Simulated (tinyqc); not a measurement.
# Worked calculation: vertical double-diffused power MOSFET, components of the on-resistance

tinyqc, about 0.01 s, one thread, Intel Xeon 2.30GHz (shared host): `OMP_NUM_THREADS=1 python tinyqc.py 2230036 2230037 out.jsonl` Printed values are rounded.

Stripe cells of pitch Wp + a, two channels a cell. Current flows through the channels, spreads in the accumulation layer, passes the gap between the p bodies and spreads at 45 degrees into the drift layer below them. Low drain voltage, full ionisation.

Inputs (values chosen for the exercise); bulk values close to those of silicon:
```
symbol  value                    unit                                             meaning
T         300                       K                                         temperature
eps_r    11.8                                                       relative permittivity
Kc       4030  V/cm per (cm^-3)^(1/8)                             critical-field constant
BV        200                       V          rated breakdown voltage of the drift layer
mud      1210              cm^2/(V s)                             drift mobility at 300 K
bt        2.4                                  temperature exponent of the drift mobility
tox        49                      nm                    gate oxide thickness (eps_r 3.9)
Vov         7                       V                                      gate overdrive
mch       310              cm^2/(V s)                                    channel mobility
mac       570              cm^2/(V s)                         accumulation-layer mobility
Lc        0.8                      um                                      channel length
Wp        2.6                      um  width of the p body in one cell, channels included
a         1.3                      um                   gap between neighbouring p bodies
xp        0.8                      um                                 depth of the p body
Nj          2                                     doping of the gap over the drift doping
Vbi     0.761                       V               built-in voltage of the body junction
Rs       0.41               mohm cm^2                    substrate and contact resistance
```

Constants: q = 1.602176634e-19 C, eps0 = 8.8541878128e-14 F/cm where lengths are in cm. Results are converted to the units shown.

## Drift layer

Triangular field at breakdown with Ec = Kc N^(1/8): BV = eps0 eps_r Ec^2/(2 q N), so N = (eps0 eps_r Kc^2/(2 q BV))^(4/3); W = 2 BV/Ec; mu = mud (T/300 K)^(-bt); rho = 1/(q mu N); ideal resistance rho W.

N = 1.70018e15 cm^-3
Ec = 0.322936 MV/cm
W = 12.3863 um
mu = 1210 cm^2/(V s)
rho = 3.03396 ohm cm
ideal resistance = 3.75797 mohm cm^2

## Components of the on-resistance

Pitch p = Wp + a, Cox = 3.9 eps0/tox; zero-bias depletion in the gap w0 = sqrt(2 eps0 eps_r Vbi/(q N Nj)), open gap g = a - 2 w0; R_ch = Lc p/(2 mch Cox Vov); R_acc = 0.6 a p/(4 mac Cox Vov), 0.6 being an empirical factor for current leaving the layer along its length; R_gap = (rho/Nj) xp p/g; spreading depth t = min(W, (p - g)/2); R_drift = (rho p/2) ln((g + 2 t)/g) + rho (W - t); R_on = the sum with Rs.

w0 = 0.540263 um
g = 0.219473 um
components (mohm cm^2): channel 0.102011, accumulation 0.0270464, gap 2.15652, drift 4.90204, substrate 0.41
R_on = 7.59762 mohm cm^2
shares (%): channel 1.3427, accumulation 0.3560, gap 28.3842, drift 64.5207, substrate 5.3964

The drift term is the largest. R_on is 2.02 times the ideal drift resistance, and spreading raises the drift term to 1.30 times it.
